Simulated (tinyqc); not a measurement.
One electron in a tunnel-coupled double dot: charge qubit, sensing and quantum capacitance: two steps of the calculation.

Basis (left, right), H = [[ep/2, tc], [tc, -ep/2]], splitting Om = sqrt(ep^2 + 4 tc^2), ep = al times the gate voltage. In equilibrium the electron is on the right with the chance P_R = [1 + (ep/Om) tanh(Om/2 kB T)]/2.

Parameters, values chosen for the exercise:

| symbol | value | unit | meaning |
|---|---|---|---|
| tc | 26 | ueV | tunnel coupling |
| T | 0.057 | K | electron temperature |
| se | 8.8 | ueV | deviation of quasi-static detuning noise |
| ep | 83.3 | ueV | detuning |

Constants: q = 1.602176634e-19 C, kB = 1.380649e-23 J/K, hbar = 1.054571817e-34 J s, h = 6.62607015e-34 J s, Vt = kB T/q. Results are converted to the units shown.

Task 1. Splitting and occupation. Also the frequency Om/h, the mixing angle arctan2(2 tc, ep) and the weight of the right dot in the ground state, (1 + ep/Om)/2.

Give: Om; Om/h; mixing angle; ground-state weight; kB T; P_R.

Result 1.

Om = 98.20 ueV
Om/h = 23.74 GHz
mixing angle = 31.97 degree
ground-state weight = 0.9241
kB T = 4.912 ueV
P_R = 0.9241

Task 2. Dephasing by charge noise. Noise in ep shifts Om by (ep/Om) d + (2 tc^2/Om^3) d^2. For Gaussian d of deviation se the spread of Om is sqrt[(ep se/Om)^2 + 2 (2 tc^2 se^2/Om^3)^2], and T2* is estimated as sqrt(2) hbar/spread; Om T2*/h counts the oscillations within T2*.

Find: first-order spread; second-order spread; T2*; oscillations within T2*.

Result 2.

first-order spread = 7.465 ueV
second-order spread = 0.1564 ueV
T2* = 0.1247 ns
oscillations within T2* = 2.960

At ep = 0 the first-order term vanishes and T2* would be 0.884 ns.

Program tinyqc, `OMP_NUM_THREADS=1 python tinyqc.py 2470103 2470104 out.jsonl`; Intel Xeon 2.30GHz, shared host, one thread, about 0.01 s.
